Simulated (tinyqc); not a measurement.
# Worked calculation: IGBT as a p-i-n diode in series with a MOS channel, on-state and switching loss

tinyqc, about 0.01 s, one thread, Intel Xeon 2.30GHz (shared host): `OMP_NUM_THREADS=1 python tinyqc.py 2590123 2590124 out.jsonl` Printed values are rounded.

High injection (n = p) in a drift layer from x = -W/2 (anode) to +W/2 (cathode side), recombination only in the layer with lifetime tau, ideal emitters. The channel feeds the cathode side and carries the whole current. Auger recombination, carrier-carrier scattering, emitter losses and the carrier dip under the p body are left out.

Values chosen for this exercise; material values close to those of silicon: temperature T = 350 K; band gap Eg = 1.1 eV; conduction-band density of states at T Nc = 3.59e19 cm^-3; valence-band density of states at T Nv = 3.31e19 cm^-3; electron mobility mn = 997 cm^2/(V s); hole mobility mp = 342 cm^2/(V s); width of the drift layer W = 350 um; doping of the drift layer Nd = 1.8e13 cm^-3; high-injection lifetime tau = 14 us; current density J = 50 A/cm^2; channel and accumulation resistance Rch = 1.8 mohm cm^2; link voltage Vdc = 1800 V; turn-off energy per stored charge and link voltage ks = 0.07; switching frequency f = 10 kHz.

Constants: q = 1.602176634e-19 C, kB = 1.380649e-23 J/K, Vt = kB T/q. Results are converted to the units shown.

## Ambipolar length

b = mn/mp, B = (b - 1)/(b + 1), La = sqrt(2 Vt mn mp tau/(mn + mp)), y = W/(2 La).

b = 2.91520
B = 0.489171
La = 146.646 um
y = 1.19335

## Carrier profile

2 x/W, point 0 to 8: -1  -0.75  -0.5  -0.25  0  0.25  0.5  0.75  1

n(x) = (tau J/(2 q La))[cosh(x/La)/sinh y - B sinh(x/La)/cosh y]. x/La = (2 x/W) y.

n, point 0 to 8 (cm^-3): 2.39729e17  1.83308e17  1.43325e17  1.16193e17  9.94796e16  9.16864e16  9.21146e16  1.00802e17  1.18529e17

The density is 2.02 times higher at the anode than at the cathode side, since holes are the slower carriers; its smallest listed value is 5090 times Nd.

## On-state voltage

n(x) = (tau J/(2 q La))[cosh(x/La)/sinh y - B sinh(x/La)/cosh y]. Vm = Vt [(8 b/(b + 1)^2)(sinh y/s) arctan(s sinh y) + B ln((1 + B tanh^2 y)/(1 - B tanh^2 y))], s = sqrt(1 - B^2 tanh^2 y); Vj = Vt ln(n(-W/2) n(W/2)/ni^2), ni = sqrt(Nc Nv) exp(-Eg/(2 Vt)), Eg in volts; Vc = J Rch; Von = Vm + Vj + Vc.

Vm = 0.0810642 V
Vj = 0.779057 V
Vc = 0.09 V
Von = 0.950121 V

Vm does not depend on J, since the carrier density grows with it. Junctions, layer and channel take 82, 8.5 and 9.5 % of Von.

## Stored charge, losses and the unipolar alternative

Stored charge tau J, turn-off energy Eoff = ks tau J Vdc, loss at half duty 0.5 J Von + f Eoff. A unipolar device on the same layer has Vu = J (W/(q mn Nd) + Rch).

stored charge = 700 uC/cm^2
Eoff = 88.2 mJ/cm^2
conduction loss = 23.7530 W/cm^2
switching loss = 882 W/cm^2
Vu = 608.729 V

Both losses would be equal at f = 0.269 kHz.
